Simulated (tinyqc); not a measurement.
Surface Green function of a zigzag honeycomb ribbon two chains wide, Sancho-Rubio decimation: two steps of the calculation.

A semi-infinite lead of cells 0, 1, 2, ... with H0 inside a cell and H1 = <cell i|H|cell i + 1>. Cell of four sites joined 1-2-3-4 by -t; site 2 joins site 1 of the next cell and site 3 joins site 4 of the next cell. z = E + i eta.

Inputs (values chosen for the exercise):
```
symbol,value,unit,meaning
E,6.23,eV,energy
eta,0.1,eV,broadening
```

Task 1. Decimation. Start with e_s = e = H0, a = H1, b = H1^dagger. Each round: g = (z - e)^(-1); e_s <- e_s + a g b; e <- e + a g b + b g a; a <- a g a; b <- b g b (all with the old a, b). Round k joins cells 2^k apart.

H0 (eV):
```
      1      2     3      4
1  0.28   -2.7     0      0
2  -2.7  -0.28  -2.7      0
3     0   -2.7  0.28   -2.7
4     0      0  -2.7  -0.28
```

H1 (eV):
```
      1  2  3     4
1     0  0  0     0
2  -2.7  0  0     0
3     0  0  0  -2.7
4     0  0  0     0
```

Find: g; e_s after round 1; e after round 1; a after round 1; b after round 1.

Result 1.

g (1/eV):
```
                 1                2                3                4
1   0.2223-0.0069i  -0.1198+0.0070i   0.0668-0.0055i  -0.0277+0.0027i
2  -0.1198+0.0070i   0.2643-0.0110i  -0.1475+0.0097i   0.0611-0.0050i
3   0.0668-0.0055i  -0.1475+0.0097i   0.2892-0.0125i  -0.1198+0.0070i
4  -0.0277+0.0027i   0.0611-0.0050i  -0.1198+0.0070i   0.2032-0.0060i
```

e_s after round 1 (eV):
```
               1              2              3              4
1   0.280+0.000i  -2.700+0.000i   0.000+0.000i   0.000+0.000i
2  -2.700+0.000i   1.341-0.050i  -2.902+0.020i   0.000+0.000i
3   0.000+0.000i  -2.902+0.020i   1.761-0.044i  -2.700+0.000i
4   0.000+0.000i   0.000+0.000i  -2.700+0.000i  -0.280+0.000i
```

e after round 1 (eV):
```
               1              2              3              4
1   2.207-0.080i  -2.700+0.000i   0.000+0.000i  -1.075+0.071i
2  -2.700+0.000i   1.341-0.050i  -2.902+0.020i   0.000+0.000i
3   0.000+0.000i  -2.902+0.020i   1.761-0.044i  -2.700+0.000i
4  -1.075+0.071i   0.000+0.000i  -2.700+0.000i   1.828-0.091i
```

a after round 1 (eV):
```
                 1               2               3                4
1   0.0000+0.0000i  0.0000+0.0000i  0.0000+0.0000i   0.0000+0.0000i
2  -0.8735+0.0511i  0.0000+0.0000i  0.0000+0.0000i   0.4873-0.0404i
3   0.4454-0.0363i  0.0000+0.0000i  0.0000+0.0000i  -0.8735+0.0511i
4   0.0000+0.0000i  0.0000+0.0000i  0.0000+0.0000i   0.0000+0.0000i
```

b after round 1 (eV):
```
                1                2                3               4
1  0.0000+0.0000i  -0.8735+0.0511i   0.4454-0.0363i  0.0000+0.0000i
2  0.0000+0.0000i   0.0000+0.0000i   0.0000+0.0000i  0.0000+0.0000i
3  0.0000+0.0000i   0.0000+0.0000i   0.0000+0.0000i  0.0000+0.0000i
4  0.0000+0.0000i   0.4873-0.0404i  -0.8735+0.0511i  0.0000+0.0000i
```

Task 2. Self-energy, Dyson check and densities of states. Sigma = H1 g_s H1^dagger is what the lead adds to one more cell, and (z - H0 - Sigma)^(-1) must give g_s back. Densities of states: -Im of the diagonals over pi.

H0 (eV):
```
      1      2     3      4
1  0.28   -2.7     0      0
2  -2.7  -0.28  -2.7      0
3     0   -2.7  0.28   -2.7
4     0      0  -2.7  -0.28
```

H1 (eV):
```
      1  2  3     4
1     0  0  0     0
2  -2.7  0  0     0
3     0  0  0  -2.7
4     0  0  0     0
```

converged surface Green function g_s (1/eV):
```
                         1                        2                        3                        4
1   0.22134983-0.07160529i  -0.12007112+0.14959871i   0.05429232-0.15369721i  -0.02153328+0.06407616i
2  -0.12007112+0.14959871i   0.27014187-0.32522415i  -0.12533668+0.33669228i   0.04982616-0.14040734i
3   0.05429232-0.15369721i  -0.12533668+0.33669228i   0.29504551-0.35625203i  -0.12007112+0.14959871i
4  -0.02153328+0.06407616i   0.04982616-0.14040734i  -0.12007112+0.14959871i   0.20240807-0.06515473i
```

converged bulk Green function (1/eV):
```
                         1                        2                        3                        4
1   0.13232606-0.14912225i   0.03661995+0.16186014i  -0.12560223-0.16497988i   0.10626325+0.13521736i
2   0.03661995+0.16186014i   0.09211040-0.23655756i   0.06628068+0.24323479i  -0.11458234-0.15095734i
3  -0.12560223-0.16497988i   0.06628068+0.24323479i   0.10040308-0.25896118i   0.03661995+0.16186014i
4   0.10626325+0.13521736i  -0.11458234-0.15095734i   0.03661995+0.16186014i   0.12114286-0.13612274i
```

Find: Sigma; (z - H0 - Sigma)^(-1); surface density of states; bulk density of states.

Result 2.

Sigma (eV):
```
              1              2              3             4
1  0.000+0.000i   0.000+0.000i   0.000+0.000i  0.000+0.000i
2  0.000+0.000i   1.614-0.522i  -0.157+0.467i  0.000+0.000i
3  0.000+0.000i  -0.157+0.467i   1.476-0.475i  0.000+0.000i
4  0.000+0.000i   0.000+0.000i   0.000+0.000i  0.000+0.000i
```

(z - H0 - Sigma)^(-1) (1/eV):
```
                 1                2                3                4
1   0.2213-0.0716i  -0.1201+0.1496i   0.0543-0.1537i  -0.0215+0.0641i
2  -0.1201+0.1496i   0.2701-0.3252i  -0.1253+0.3367i   0.0498-0.1404i
3   0.0543-0.1537i  -0.1253+0.3367i   0.2950-0.3563i  -0.1201+0.1496i
4  -0.0215+0.0641i   0.0498-0.1404i  -0.1201+0.1496i   0.2024-0.0652i
```

```
orbital  surface density of states (1/eV)  bulk density of states (1/eV)
1                                  0.0228                        0.04747
2                                  0.1035                        0.07530
3                                  0.1134                        0.08243
4                                  0.0207                        0.04333
```

Numbers from tinyqc (`OMP_NUM_THREADS=1 python tinyqc.py 2680016 2680017 out.jsonl`; about 0.04 s on one thread of a shared Intel Xeon 2.30GHz).
